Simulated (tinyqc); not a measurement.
Ferroelectric switching by domains, Kolmogorov-Avrami-Ishibashi kinetics with Merz's law: effect of the film thickness.

A film poled to -Ps gets a pulse V of length t. Field E = V/d, characteristic time tau = t0 exp(Ea/E). The switched share is f = 1 - exp(-(t/tau)^m). P = Ps (2 f - 1).

t10, t50 and t90 are the pulse lengths for f = 0.1, 0.5 and 0.9; f is taken at tp.

Parameters, values chosen for the exercise:
- t0 = 1.3 ns (time prefactor)
- Ea = 11000 kV/cm (activation field)
- m = 1.5 (Avrami exponent)
- V = 0.71 V (pulse voltage)
- tp = 5000 ns (pulse length)

Effect of the film thickness:

| d (nm) | tau (ns) | t10 (ns) | t50 (ns) | t90 (ns) | f at tp |
|---|---|---|---|---|---|
| 2.5 | 62.527 | 13.948 | 48.973 | 109.03 | 1.0000 |
| 3.1 | 158.41 | 35.337 | 124.07 | 276.22 | 1.0000 |
| 4 | 638.77 | 142.49 | 500.30 | 1113.8 | 1.0000 |
| 5 | 3007.4 | 670.89 | 2355.5 | 5244.1 | 0.88278 |
| 6.3 | 22537 | 5027.5 | 17652 | 39299 | 0.099222 |
| 7.9 | 2.6882e5 | 59967 | 2.1055e5 | 4.6875e5 | 0.0025334 |
| 10 | 6.9574e6 | 1.5520e6 | 5.4492e6 | 1.2132e7 | 1.9265e-5 |

As d goes from 2.5 to 10 nm, t50 rises from 49.0 to 5.45e6 ns and f at tp falls from 1.00 to 1.93e-5; t90/t10 stays at 7.82, since only tau changes.

Computed by the program tinyqc: `OMP_NUM_THREADS=1 python tinyqc.py 2860028 2860029 out.jsonl`, one thread of a shared Intel Xeon 2.30GHz, about 0.01 s for the whole run.
